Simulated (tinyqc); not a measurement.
# Octagonal on-chip spiral inductor, lumped pi model: quality factor against frequency

Outer diameter do = di + 2 n wd + 2 (n - 1) sp, mean da = (do + di)/2, fill p = (do - di)/(do + di), length l = 3.314 n da. L = 2.25 mu0 n^2 da/(1 + 3.55 p), mu0 = 4 pi 1e-7 H/m. Rs = rho l/(wd delta (1 - exp(-th/delta))), delta = sqrt(rho/(pi f mu0)). Cs = n wd^2 eps0 eo/hu across the coil. At each end Cox = l wd eps0 eo/(2 ho) leads to the substrate branch Rsi = 2 rs he/(l wd) in parallel with Csi = l wd eps0 11.7/(2 he). With one end grounded Y = 1/(Rs + i w L) + i w Cs + 1/[1/(i w Cox) + 1/(1/Rsi + i w Csi)], w = 2 pi f; Q = -Im Y/Re Y. Eddy currents in neighbouring turns and in the substrate are left out.

Apparent inductance Im(1/Y)/w; share of the loss Re(substrate branch)/Re Y.

Values chosen for this exercise; values of the order met in silicon radio-frequency processes:
- n = 1.5 (number of turns)
- wd = 6 um (line width)
- sp = 3 um (space between turns)
- di = 40 um (inner diameter)
- th = 4 um (metal thickness)
- rho = 3 uohm cm (metal resistivity)
- ho = 7 um (oxide below the coil)
- hu = 1 um (oxide between coil and underpass)
- eo = 4.1 (relative permittivity of the oxide)
- rs = 10 ohm cm (substrate resistivity)
- he = 50 um (effective spreading depth in the substrate)

Constants: eps0 = 8.8541878128e-12 F/m. Results are converted to the units shown.

Quality factor against frequency:
```
f (GHz)  Rs (ohm)  w L/Rs      Q  apparent inductance (nH)  loss in the substrate (%)
3.5        0.9123   4.456  4.451                    0.1849                    0.05689
5.7         1.122   5.899  5.882                    0.1850                     0.1937
9.4         1.413   7.729  7.669                    0.1852                     0.5388
15          1.770   9.843  9.670                    0.1858                      1.212
25          2.278   12.74  12.22                    0.1875                      2.702
41          2.916   16.33  14.83                    0.1920                      5.602
67          3.727   20.88  16.68                    0.2054                      11.09
110         4.776   26.75  15.42                    0.2533                      20.81
180         6.109   34.22  6.002                    0.6619                      35.49
```

What does the comparison show?

Q goes from 4.45 through a maximum of 16.7 (at f = 67 GHz among the rows listed) to 6.00; the exact peak is 16.8 at 76.4 GHz and Q reaches zero at the self-resonance, 211 GHz. The share of the substrate rises from 0.0569 to 35.5 %, and the apparent inductance ends at 3.58 times L. At the peak the substrate takes 13.2 % of the loss. For f = 110, 180 the coil is longer than 0.15 of a wavelength in the oxide, where one lumped section is rough.

Numbers from tinyqc (`OMP_NUM_THREADS=1 python tinyqc.py 2302175 2302176 out.jsonl`; about 0.01 s on one thread of a shared Intel Xeon 2.30GHz).
